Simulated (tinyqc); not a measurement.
Fermi-level pinning at a metal contact (Cowley-Sze model): one step of the calculation.

Interface states of density Ds lie behind a thin layer of thickness dl. Neglecting the depletion charge, the barrier for electrons is phi = S (pM - chi) + (1 - S) E0 with S = 1/(1 + q Ds dl/(eps0 ei)); the barrier for holes is Eg - phi.

Task. Barrier. Also the charge in the states, Ds (phi - E0), and the drop across the layer, pM - chi - phi.

Parameters, values chosen for the exercise; material values close to those of silicon: band gap Eg = 1.13 eV; electron affinity chi = 4.04 eV; density of interface states Ds = 6.9e12 cm^-2 eV^-1; depth of their neutrality level below the conduction edge E0 = 0.92 eV; thickness of the interface layer dl = 0.4 nm; its relative permittivity ei = 2.7; metal work function pM = 4.54 eV.

Constants: q = 1.602176634e-19 C, eps0 = 8.8541878128e-14 F/cm where lengths are in cm. Results are converted to the units shown.

Wanted: S; phi; barrier for holes; charge in the states; drop across the layer.

Result.

S = 0.8439
phi = 0.5656 eV
barrier for holes = 0.5644 eV
charge in the states = -2.446e12 cm^-2
drop across the layer = -0.06556 V

tinyqc, about 0.01 s, one thread, Intel Xeon 2.30GHz (shared host): `OMP_NUM_THREADS=1 python tinyqc.py 2430138 2430139 out.jsonl`
